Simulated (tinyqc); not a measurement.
Depolarisation shift: optical transitions of a finite quantum well.

Each carrier sees a square well of width L with its own depth V and masses m (inside), mb (outside); c = hbar^2/2m0, k = sqrt(m E/c), kappa = sqrt(mb (V - E)/c), and level n solves k L + 2 atan[(k/m)/(kappa/mb)] = n pi. The envelope is cos(kz) for odd n and sin(kz) for even n inside, joins exp(-kappa (|z| - L/2)) outside, and is normalised to 1. Excitons and band mixing are left out.

Constants: hbar^2/2m0 = 3.80998211 eV angstrom^2; e^2/(4 pi eps0) = 14.39964547 eV angstrom.

Parameters, chosen for this exercise (near those of a GaAs well in AlGaAs; not measured data): L = 75 angstrom (well width); Vc = 0.211 eV (conduction offset); me = 0.0671 m0 (electron, well); meb = 0.0886 m0 (electron, barrier); eps = 10.8 (background dielectric constant); Nss = (0.24, 0.6, 1.2, 2.4, 3.6, 4.8, 7.2) x 1e12/cm^2 (sheet densities).

The collective line lies at E12 sqrt(1 + a), a = 8 pi q (n1 - n2) S/(eps E12), q = e^2/(4 pi eps0), S = integral over z of (integral up to z of psi_1 psi_2)^2. Zero temperature with the mass me in both subbands: n1 - n2 = Ns until Ns reaches D E12, D = me/(2 pi c), and D E12 beyond. 1e12/cm^2 = 1e-4/angstrom^2; exchange and the static band bending by the charge are left out.

Line position:

| Ns (1e12/cm^2) | n1 - n2 | a | line (meV) | shift (meV) |
|---|---|---|---|---|
| 0.24 | 0.240 | 0.0412 | 122.02 | 2.44 |
| 0.60 | 0.600 | 0.1031 | 125.59 | 6.01 |
| 1.2 | 1.200 | 0.2062 | 131.33 | 11.75 |
| 2.4 | 2.400 | 0.4124 | 142.11 | 22.53 |
| 3.6 | 3.352 | 0.5759 | 150.11 | 30.53 |
| 7.2 | 3.352 | 0.5759 | 150.11 | 30.53 |

Give the missing row, Ns (1e12/cm^2) = 4.8.

Computed row:
```
Ns (1e12/cm^2)  n1 - n2       a  line (meV)  shift (meV)
4.8               3.352  0.5759      150.11        30.53
```

S = 6.131 angstrom
E12 = 119.58 meV

The upward shift grows from 2.44 to 30.53 meV, 25.5 % of E12 at most. It stops moving once e2 starts to fill, at Ns = 3.35 e12/cm^2. For small a the shift is a E12/2, linear in Ns; in the last row that rule gives 34.43 meV. S/L = 0.0818, against 5/(9 pi^2) = 0.0563 for hard walls.

Computed by tinyqc, a small Python program: `OMP_NUM_THREADS=1 python tinyqc.py 1281645 1281646 out.jsonl` (the numbers bound the seed that draws the inputs); one thread of a shared host (Intel(R) Xeon(R) Processor @ 2.30GHz), about 0.07 s for the whole set of steps.
